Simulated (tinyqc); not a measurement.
Layer against dose: implant damage, amorphisation by cascade overlap, and solid-phase epitaxial regrowth. Computed by tinyqc, a small Python program. Command: `OMP_NUM_THREADS=1 python tinyqc.py 3112199 3112200 out.jsonl sper walk`. One thread of a shared host (Intel(R) Xeon(R) Processor @ 2.30GHz), about 0.01 s of CPU time with the checks.

Range and width of the damage are inputs. Dynamic annealing enters only through the surviving share f.

Inputs (values chosen for the exercise, modelled on arsenic ions in silicon): atomic density N = 49.9 1/nm^3; ion Z1 = 33; ion mass M1 = 74.9 u; target Z2 = 14; target mass M2 = 28.09 u; ion energy E = 24 keV; displacement energy E_d = 16 eV; depth of the damage peak R_d = 12 nm; width of the damage profile s_d = 5.8 nm; share of defects that survive f = 0.99; critical displaced share x_c = 0.13; dose Q = 5.5e+14 1/cm^2.

Constants: a_0 = 0.529177210903 angstrom; e^2/(4 pi eps_0) = 14.39964548 eV angstrom.

Method. Robinson partition: eps = E a M2/(Z1 Z2 (e^2/(4 pi eps_0)) (M1 + M2)), a = 0.8853 a_0/sqrt(Z1^(2/3) + Z2^(2/3)); k = 0.0793 Z1^(2/3) Z2^(1/2) (M1 + M2)^(3/2)/((Z1^(2/3) + Z2^(2/3))^(3/4) M1^(3/2) M2^(1/2)); damage energy T_d = E/(1 + k (eps + 0.40244 eps^(3/4) + 3.4008 eps^(1/6))); displacements nu = 0.8 T_d/(2 E_d). Displaced share x(z) = f nu Q exp(-(z - R_d)^2/(2 s_d^2))/(sqrt(2 pi) s_d N); the layer is amorphous where x > x_c, between R_d -/+ s_d sqrt(2 ln(x_max/x_c)), the upper edge being cut at the surface. Threshold dose Q_c = Q x_c/x_max.

threshold dose Q_c = 2.05844e+13 1/cm^2

displacements per ion nu = 462.795

Dose series; the last column is f nu Q erfc((z2 - R_d)/(sqrt2 s_d))/2:
```
Q (1/cm^2)   x_max  upper edge (nm)  lower edge (nm)  displaced atoms beyond z2 (1/cm^2)
2.26e+13    0.1427           9.4930           14.507                          3.4458e+15
3.09e+13    0.1951           6.7721           17.228                          2.6007e+15
5.15e+13    0.3252           4.1451           19.855                          2.0722e+15
8.23e+13    0.5198           2.3440           21.656                          1.8089e+15
1.44e+14    0.9094           0.5598           23.440                          1.6018e+15
2.47e+14    1.5599           0.0000           24.930                          1.4596e+15
5.15e+14    3.2525           0.0000           26.718                          1.3169e+15
1.03e+15    6.5049           0.0000           28.225                          1.2155e+15
```

What does the comparison show, and why?

A dose 46 times larger moves the lower edge from 14.5 to 28.2 nm, as the root of a logarithm, and the damage beyond it falls by a factor 2.8, since the edge lies on an ever steeper tail. The layer reaches the surface at Q_c exp(R_d^2/(2 s_d^2)) = 1.75e14 per cm^2.
